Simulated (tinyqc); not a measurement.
# Worked calculation: one-dimensional ballistic tunnel FET, two-band WKB

Program tinyqc, `OMP_NUM_THREADS=1 python tinyqc.py 2620043 2620044 out.jsonl`; Intel Xeon 2.30GHz, shared host, one thread, about 0.01 s. Printed values are rounded.

A p-type source for x < 0 with its Fermi level at 0 and its valence edge at ds; in the channel the bands fall as D exp(-x/lam) towards their flat values, with the conduction edge at Ec = ds - dP and D = dP + Eg. The gate moves dP one to one. The drain Fermi level lies at -Vd and the drain side reflects nothing. For w = E - Ec between 0 and dP an electron crosses the gap. Two-band dispersion with equal masses m: inside the gap kappa = sqrt(m u (1 - u/Eg)/C), u the distance from a band edge, C = hbar^2/(2 m0).

Values chosen for this exercise; band and dielectric values close to those of indium arsenide:
- T = 350 K (temperature)
- Eg = 0.345 eV (band gap)
- m = 0.028 m0 (band-edge mass of the two-band model)
- lam = 2.7 nm (screening length of the source junction)
- ds = 0.13 eV (source valence edge above the source Fermi level)
- Vd = 0.1 V (drain bias)
- g = 1 (number of degenerate subbands (spin apart))
- dP = 0.23 eV (tunnelling window Ev(source) - Ec(channel))
- w0 = 0.11 eV (energy above the channel conduction edge)
- nc = 9 (cells of the path)
- nE = 13 (points of the energy grid)

Constants: q = 1.602176634e-19 C, kB = 1.380649e-23 J/K, hbar = 1.054571817e-34 J s, h = 6.62607015e-34 J s, m0 = 9.1093837015e-31 kg, Vt = kB T/q, hbar^2/(2 m0) = 0.0380998212 eV nm^2. Results are converted to the units shown.

Range of the model: Where S is below about 2 the WKB prefactor of 1 is a rough guess.

## The path through the gap by the midpoint rule

At w = w0 the path runs from xa = lam ln(D/(w + Eg)) to xb = lam ln(D/w); u(x) = w + Eg - D exp(-x/lam) is the height above the valence edge. Cut it into nc equal cells: S = 2 (cell width) times the sum of kappa at the centres.

xa = 0.631996 nm
xb = 4.46550 nm
x, cell 0 to 8 (nm): [0.84497, 1.27091, 1.69686, 2.12280, 2.54875, 2.97469, 3.40064, 3.82658, 4.25253]
u, cell 0 to 8 (eV): [0.034511, 0.095878, 0.148290, 0.193052, 0.231281, 0.263932, 0.291817, 0.315632, 0.335972]
kappa, cell 0 to 8 (1/nm): [0.151081, 0.225566, 0.249274, 0.249973, 0.236698, 0.213491, 0.181824, 0.140519, 0.080382]
S = 1.47275

## The exponent in closed form

S(w) = 2 lam int_0^Eg kappa(u) du/(w + Eg - u) = 2 pi lam sqrt(m/(C Eg)) [w + Eg/2 - sqrt(w (w + Eg))], T(w) = exp(-S). The common triangular estimate is S = (4/3) lam sqrt(m/C) Eg^1.5/(dP + Eg) for all w.

S(w0) = 1.45543
T(w0) = 0.233300
triangular S = 1.08763

The midpoint value is 1.2 % above the closed form, and the triangular estimate 25 % below it.

## Current on a coarse grid

S(w) = 2 lam int_0^Eg kappa(u) du/(w + Eg - u) = 2 pi lam sqrt(m/(C Eg)) [w + Eg/2 - sqrt(w (w + Eg))], T(w) = exp(-S). I = g (2 q^2/h) int_0^dP T(w) [f(E) - f(E + Vd)] dw, E = ds - dP + w, f(x) = 1/(1 + exp(x/Vt)). Simpson's rule on nE equally spaced points.

w, point 0 to 12 (eV): [0.000000, 0.019167, 0.038333, 0.057500, 0.076667, 0.095833, 0.115000, 0.134167, 0.153333, 0.172500, 0.191667, 0.210833, 0.230000]
T(w), point 0 to 12: [0.0139663, 0.0687633, 0.108738, 0.145432, 0.179507, 0.211237, 0.240821, 0.268436, 0.294246, 0.318402, 0.341042, 0.362292, 0.382268]
difference of the f, point 0 to 12: [0.464959, 0.589574, 0.666310, 0.674248, 0.611337, 0.494458, 0.356560, 0.232079, 0.139595, 0.0796129, 0.0439473, 0.0238085, 0.0127648]
I = 0.998396 uA

A converged quadrature gives 0.9998 uA; this grid is 0.14 % below that.
